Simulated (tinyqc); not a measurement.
Effective mass of the heavy-hole band from tabulated energies: one step. Least squares over all points. Five cases, with inputs chosen for the exercise.

Task: Fit E = a k^2 (a = sum k^2 E/sum k^4), then E = a k^2 + b k^4 from the normal equations; E in eV; m = c/a.

c = hbar^2/2m0.
Constants: hbar^2/2m0 = 3.80998211 eV angstrom^2.

Give: sums of k^4, k^6, k^8; sums of k^2 E, k^4 E; a, one term; a and b, two terms; m, one and two terms.

Case 1.

Energies along [110], from the band edge downward:
```
k (1/angstrom)    E (meV)
0.0000000        0.000000
0.0089000        0.689800
0.0178000        2.753900
0.0267000        6.176900
0.0356000       10.932700
0.0445000       16.985100
0.0534000       24.287800
0.0623000       32.784600
0.0712000       42.409900
```

reference mass (curvature of the model at k = 0.0001 1/angstrom) = 0.4372385 m0

Result:

sums of k^4, k^6, k^8: [5.5037e-05, 2.2213e-07, 9.7173e-10]

sums of k^2 E, k^4 E: [0.00046432, 1.8689e-06]

a, one term = 8.4364 eV angstrom^2

a and b, two terms: [8.713, -68.45]

m, one and two terms (m0): [0.45161, 0.43729]

The parabola over all points errs by +3.3 % because the weights k^4 favour the outer points; the second term brings the error to 0.0 %.

Case 2.

Energies along [110], from the band edge downward:
```
k (1/angstrom)    E (meV)
0.0000000        0.000000
0.0074000        0.569200
0.0148000        2.264000
0.0222000        5.046700
0.0296000        8.854800
0.0370000       13.602200
0.0444000       19.182000
0.0518000       25.469700
0.0592000       32.329800
```

reference mass (curvature of the model at k = 0.0001 1/angstrom) = 0.3658890 m0

Result:

sums of k^4, k^6, k^8: [2.6304e-05, 7.3394e-08, 2.2196e-10]

sums of k^2 E, k^4 E: [0.00024885, 6.8864e-07]

a, one term = 9.4606 eV angstrom^2

a and b, two terms: [10.39, -332.8]

m, one and two terms (m0): [0.40272, 0.36672]

The parabola over all points errs by +10.1 % because the weights k^4 favour the outer points; the second term brings the error to +0.2 %.

Case 3.

Energies along [110], from the band edge downward:
```
k (1/angstrom)    E (meV)
0.0000000        0.000000
0.0120000        0.826400
0.0240000        3.277500
0.0360000        7.269200
0.0480000       12.663200
0.0600000       19.271800
0.0720000       26.866600
0.0840000       35.192800
0.0960000       43.989300
```

reference mass (curvature of the model at k = 0.0001 1/angstrom) = 0.6619803 m0

Result:

sums of k^4, k^6, k^8: [0.00018190, 1.3346e-06, 1.0614e-08]

sums of k^2 E, k^4 E: [0.00090298, 6.5407e-06]

a, one term = 4.9643 eV angstrom^2

a and b, two terms: [5.722, -103.2]

m, one and two terms (m0): [0.76748, 0.66587]

The parabola over all points errs by +15.9 % because the weights k^4 favour the outer points; the second term brings the error to +0.6 %.

Case 4.

Energies along [110], from the band edge downward:
```
k (1/angstrom)    E (meV)
0.0000000        0.000000
0.0100000        1.019300
0.0200000        4.033400
0.0300000        8.911300
0.0400000       15.439600
0.0500000       23.333200
0.0600000       32.257000
0.0700000       41.860600
0.0800000       51.819100
```

reference mass (curvature of the model at k = 0.0001 1/angstrom) = 0.3724304 m0

Result:

sums of k^4, k^6, k^8: [8.7720e-05, 4.4696e-07, 2.4685e-09]

sums of k^2 E, k^4 E: [0.00074566, 3.7389e-06]

a, one term = 8.5004 eV angstrom^2

a and b, two terms: [10.11, -316.8]

m, one and two terms (m0): [0.44821, 0.37668]

The parabola over all points errs by +20.3 % because the weights k^4 favour the outer points; the second term brings the error to +1.1 %.

Case 5.

Energies along [110], from the band edge downward:
```
k (1/angstrom)    E (meV)
0.0000000        0.000000
0.0095000        0.509000
0.0190000        2.025800
0.0285000        4.519300
0.0380000        7.938100
0.0475000       12.211400
0.0570000       17.250300
0.0665000       22.950000
0.0760000       29.194000
```

reference mass (curvature of the model at k = 0.0001 1/angstrom) = 0.6743410 m0

Result:

sums of k^4, k^6, k^8: [7.1448e-05, 3.2856e-07, 1.6376e-09]

sums of k^2 E, k^4 E: [0.00036962, 1.6869e-06]

a, one term = 5.1733 eV angstrom^2

a and b, two terms: [5.641, -101.7]

m, one and two terms (m0): [0.73647, 0.67544]

The parabola over all points errs by +9.2 % because the weights k^4 favour the outer points; the second term brings the error to +0.2 %.

Computed by tinyqc, one run a case: `OMP_NUM_THREADS=1 python tinyqc.py N N+1 out.jsonl` with N = 1850806, 1851098, 1851259, 1880426, 1880839; one thread of a shared Intel(R) Xeon(R) Processor @ 2.30GHz, about 0.01 s a run at most.
